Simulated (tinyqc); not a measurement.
What sets the screening length: static screening by free carriers.

kF = (3 pi^2 n/Mv)^(1/3), EF = c kF^2/m with c = hbar^2/2m0, n in 1/angstrom^3 (1e-24 per 1/cm^3), e2 = e^2/(4 pi eps0). Thomas-Fermi: qTF^2 = 6 pi e2 n/(eps EF). Debye: qD^2 = 4 pi e2 n/(eps kB T).

F_j(eta) = (1/Gamma(j + 1)) integral_0^infinity x^j dx/(1 + exp(x - eta)), which tends to exp(eta) for eta << 0.

At finite T: qs^2 = qD^2 F_-1/2(eta)/F_1/2(eta), where n = Mv N F_1/2(eta) and N = 2 (m kB T/(4 pi c))^(3/2) with c = hbar^2/2m0, in 1/angstrom^3; times 1e24 for 1/cm^3.

Constants: hbar^2/2m0 = 3.80998211 eV angstrom^2; e^2/(4 pi eps0) = 14.39964547 eV angstrom; kB = 8.617333262e-05 eV/K.

Values chosen for the exercise (near those of Si; the results hold for these values, not for the real material):
- n = 3.8e+18 1/cm^3 (carrier density)
- m = 0.3189 m0 (mass of one isotropic valley)
- Mv = 6 (valleys)
- eps = 11.7 (background dielectric constant)
- T = 300 K

All results formed anew.

Results for these values:
```
case  Debye (angstrom)  Thomas-Fermi (angstrom)  finite T (angstrom)
base             20.97                    9.780                21.48
```

What happens to each result for m = 0.4146 m0, all else kept?

Answer: Debye does not change at the printed digits; Thomas-Fermi falls from 9.780 to 8.578; finite T falls from 21.48 to 21.32.

The same for each parameter in turn:
```
case                Debye (angstrom)  Thomas-Fermi (angstrom)  finite T (angstrom)
base                           20.97                    9.780                21.48
n = 7.6e+18 1/cm^3             14.83                    8.713                15.54
m = 0.4146 m0                  20.97                    8.578                21.32
eps = 14.04                    22.98                    10.71                23.54
T = 360 K                      22.98                    9.780                23.40
Mv = 7                         20.97                    9.291                21.41
```

Program tinyqc; command `OMP_NUM_THREADS=1 python tinyqc.py 1681173 1681174 out.jsonl`; about 0.01 s on one thread of a shared Intel(R) Xeon(R) Processor @ 2.30GHz.
